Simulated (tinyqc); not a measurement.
Junction parameters from two forward currents.

Question. D(v) = J1 (exp(v/Vt) - 1) + J2 (exp(v/(2 Vt)) - 1). Find J1, J2 and the voltage 2 Vt ln(J2/J1) near which both parts are equal.

Values chosen for this exercise: temperature T = 300 K.

Constants: q = 1.602176634e-19 C, kB = 1.380649e-23 J/K, Vt = kB T/q. Results are converted to the units shown.

junction voltages (V): [0.27, 0.65]
currents (uA/um): [9.7130754e-7, 0.79031049]

Solution. The current is linear in J1 and J2, so two points give two equations.

J1 = 9.500e-12 uA/um
J2 = 3.500e-9 uA/um
crossover = 0.3055 V

Numbers from tinyqc (`OMP_NUM_THREADS=1 python tinyqc.py 2182047 2182048 out.jsonl`; about 0.2 s on one thread of a shared Intel Xeon 2.30GHz).
